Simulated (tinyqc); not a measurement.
# Permittivity and interface capacitance from two thicknesses

Inverse problem. 1/C = t/(eps0 ek) + 2/ci for planar capacitors that differ only in thickness. Find ek, ci and the EOT of the interfaces, 2 x 3.9 eps0/ci.

Constants: eps0 = 8.8541878128e-14 F/cm where lengths are in cm. Results are converted to the units shown.

C at t = 7.2 and 22 nm (uF/cm^2): [2.4718112, 0.81165571]

Answer. 1/C is a straight line in t: the slope gives ek and the intercept 2/ci. A single thickness would give only the effective permittivity; when the interfaces are a small part of 1/C, ci needs very accurate data.

ek = 20.20
ci = 1000 uF/cm^2
EOT of the interfaces = 0.006906 nm

Numbers from tinyqc (`OMP_NUM_THREADS=1 python tinyqc.py 2102087 2102088 out.jsonl`; about 0.01 s on one thread of a shared Intel Xeon 2.30GHz).
